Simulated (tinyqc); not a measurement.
Signal and retention of a DRAM cell: effect of the cell capacitance.

A stored one starts at Vd and leaks: Cs dV/dt = -I(V), I = a sqrt((V + Vb)/(Vd + Vb)) + b, with a = Ig exp[-(Eg1 q/kB)(1/T - 1/T0)] (generation in a depletion layer) and b = Is exp[-(Es q/kB)(1/T - 1/T0)]. The bit line is precharged to Vd/2, and charge sharing gives the signal (V - Vd/2) Cs/(Cs + Cb).

The cell fails below Vc = Vd/2 + dm (Cs + Cb)/Cs. With s = sqrt((Vc + Vb)/(Vd + Vb)), the time from Vd to Vc is t = [2 Cs (Vd + Vb)/a] [1 - s - (b/a) ln((a + b)/(a s + b))]. This time is the median of a log-normal spread: failing cells = Nc erfc(z/sqrt 2)/2, z = ln(t/tr)/sg.

Parameters, values chosen for the exercise: array voltage Vd = 1.2 V; bit-line capacitance Cb = 47 fF; smallest signal that the sense amplifier resolves dm = 62 mV; built-in plus back-bias voltage of the storage junction Vb = 1.25 V; junction leakage at V = Vd and T0 Ig = 2.2 fA; voltage-independent leakage at T0 Is = 0.11 fA; activation energy of Is Es = 0.43 eV; reference temperature T0 = 358 K; temperature T = 358 K; deviation of ln(retention time) over the cells sg = 0.72; cells Nc = 1.72e10; refresh interval tr = 64 ms; activation energy of Ig Eg1 = 0.6 eV.

Constants: q = 1.602176634e-19 C, kB = 1.380649e-23 J/K. Results are converted to the units shown.

Effect of the cell capacitance:

| Cs (fF) | Vc (V) | retention time (s) | failing cells |
|---|---|---|---|
| 8 | 1.026 | 0.6123 | 1.470e7 |
| 12 | 0.9048 | 1.580 | 7.273e4 |
| 16 | 0.8441 | 2.557 | 2604 |
| 20 | 0.8077 | 3.537 | 216.0 |
| 24 | 0.7834 | 4.519 | 28.91 |
| 28 | 0.7661 | 5.503 | 5.296 |
| 32 | 0.7531 | 6.487 | 1.212 |

The retention time rises from 0.612 to 6.49 s, as Cs^(2.34) between the first two rows and Cs^(1.23) between the last two: faster than Cs, because the margin Vd - Vc grows too. It vanishes at Cs = 5.42 fF, where even a fresh one gives only dm.

Range of the model: Real arrays also hold a tail of unusually leaky cells and cells whose retention varies in time, which this model lacks.

Numbers from tinyqc (`OMP_NUM_THREADS=1 python tinyqc.py 2130096 2130097 out.jsonl`; about 0.01 s on one thread of a shared Intel Xeon 2.30GHz).
